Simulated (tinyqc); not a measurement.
Off-state leakage of single and stacked transistors: one step of the calculation.

n-channel devices of unit width. Subthreshold current I(Vg, Vs, Vd) = I0 (T/300 K)^0.5 exp[(Vg - Vs - VT(T) - gb (Vs - Vb) + dd (Vd - Vs))/(nf Vt)] (1 - exp(-(Vd - Vs)/Vt)), VT(T) = VT - cT (T - 300 K). Gate-edge tunnelling Ig (Vd/1 V) exp(ag (Vd - 1 V)), for a gate at 0 V, and band-to-band leakage Ab u exp(-Bb/u), u = Vd - Vb + 1 V, flow at a drain held at V; both are taken as independent of T. In a stack of off transistors (all gates at 0 V) the same subthreshold current passes through each.

Question. New Vx. Stack of two, Vx the node between them: I_low = I(0, 0, Vx), I_up = I(0, Vx, V), f = ln(I_up/I_low), f' = -(1 + gb + 2 dd)/(nf Vt) - 1/(Vt (exp(Vx/Vt) - 1)) - 1/(Vt (exp((V - Vx)/Vt) - 1)), Vx(new) = Vx - f/f'.

Parameters, values chosen for the exercise; values of the order met in bulk silicon logic transistors:
- T = 378 K (temperature)
- V = 0.8 V (supply voltage)
- VT = 0.49 V (threshold at 300 K, zero drain and body bias)
- cT = 0.7 mV/K (fall of the threshold with temperature)
- I0 = 0.61 uA/um (current at threshold at 300 K)
- nf = 1.47 (slope factor)
- dd = 0.13 (drain-induced lowering per volt)
- gb = 0.2 (rise of the threshold per volt of source-body bias)
- Vb = 0 V (body voltage)

Constants: q = 1.602176634e-19 C, kB = 1.380649e-23 J/K, Vt = kB T/q. Results are converted to the units shown.

Vx at the start = 0.071 V

Wanted: I_low; I_up; f; f'; Vx after iteration 1.

Answer.

I_low = 0.08281 nA/um
I_up = 0.09403 nA/um
f = 0.1271
f' = -34.40 1/V
Vx after iteration 1 = 0.07469 V

Numbers from tinyqc (`OMP_NUM_THREADS=1 python tinyqc.py 2242260 2242261 out.jsonl`; about 0.03 s on one thread of a shared Intel Xeon 2.30GHz).
